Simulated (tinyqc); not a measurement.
Worked calculation: MP2 on RHF in the sto-6g basis, for H4, spin multiplicity 1. One step of it, computed by the program tinyqc.

Task: Orthogonalisation. S = U s U^T; symmetric (Loewdin) form X = U s^(-1/2) U^T, so that X^T S X = 1.

overlap S, lower triangle:
```
          1H 1s     2H 1s     3H 1s     4H 1s
1H 1s  1.000000
2H 1s  0.588683  1.000000
3H 1s  0.069864  0.264683  1.000000
4H 1s  0.015664  0.069864  0.588683  1.000000
```

Give: eigenvalues of S; X.

Result:

eigenvalues of S: 0.3263  0.4700  1.3934  1.8104

X, lower triangle:
```
         1H 1s    2H 1s    3H 1s   4H 1s
1H 1s   1.1805
2H 1s  -0.3954   1.2194
3H 1s   0.0439  -0.1849   1.2194
4H 1s  -0.0130   0.0439  -0.3954  1.1805
```
